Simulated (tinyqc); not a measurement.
Thin-film transistor with exponential tail and deep states, accumulation layer: two steps of the calculation.

An undoped film in accumulation, thicker than the space-charge layer. With band bending psi the Fermi level lies E0 - psi below the band edge. Free electrons n = n0 exp(psi/Vt) carry the current; electrons in two exponential distributions of traps, a = a0 exp(psi/Va) and d = d0 exp(psi/Vp), do not. Linear regime, ohmic contacts, traps in equilibrium.

Inputs (values chosen for the exercise); values close to those of amorphous indium gallium zinc oxide:
- T = 270 K (temperature)
- eps_r = 10 (relative permittivity of the semiconductor)
- Nc = 5.7e18 cm^-3 (density of extended states)
- mb = 14 cm^2/(V s) (band mobility)
- Nt = 4.2e18 cm^-3 (total density of tail states)
- Tt = 370 K (characteristic temperature of the tail)
- Nd = 6.3e16 cm^-3 (total density of deep states)
- Td = 1580 K (characteristic temperature of the deep states)
- E0 = 0.48 eV (bulk Fermi level below the band edge)
- Ci = 35 nF/cm^2 (gate capacitance)
- WL = 20 (ratio W/L)
- Vd = 0.1 V (drain voltage)
- Vg = 12 V (gate voltage above flat band)

Constants: q = 1.602176634e-19 C, kB = 1.380649e-23 J/K, Vt = kB T/q, eps0 = 8.8541878128e-14 F/cm where lengths are in cm. Results are converted to the units shown.

Question 1. Bulk densities. Va = kB Tt/q, Vp = kB Td/q; n0 = Nc exp(-E0/Vt), a0 = Nt th(T/Tt) exp(-E0/Va), d0 = Nd th(T/Td) exp(-E0/Vp), th(x) = pi x/sin(pi x).

Give: Va; Vp; th(T/Tt); n0; a0; d0.

Answer 1.

Va = 0.031884 V
Vp = 0.13615 V
th(T/Tt) = 3.0539
n0 = 6.2556e9 cm^-3
a0 = 3.7155e12 cm^-3
d0 = 1.9469e15 cm^-3

Question 2. Free and total charge, current. Va = kB Tt/q, Vp = kB Td/q. G(psi) = sum over the three kinds of c0 [V (exp(psi/V) - 1) - psi], field F = sqrt(2 q G/(eps0 eps_r)); Vg = psi + eps0 eps_r F/Ci at the surface. Total charge Q = Ci (Vg - psi_s); free charge Qf = q times the integral of n0 (exp(psi/Vt) - 1)/F over psi from 0 to psi_s; I = (W/L) mb Qf Vd; effective mobility mb Qf/Q.

psi_s = 0.481236284 V
n0 = 6.25560320e9 cm^-3
a0 = 3.71552503e12 cm^-3
d0 = 1.94685852e15 cm^-3

Give: surface densities; Q; Qf; effective mobility; I.

Answer 2.

surface densities (cm^-3): free 6.011e18, tail 1.333e19, deep 6.673e16
Q = 403.2 nC/cm^2
Qf = 78.90 nC/cm^2
effective mobility = 2.740 cm^2/(V s)
I = 2209 nA

Program tinyqc, `OMP_NUM_THREADS=1 python tinyqc.py 2610030 2610031 out.jsonl`; Intel Xeon 2.30GHz, shared host, one thread, about 0.01 s.
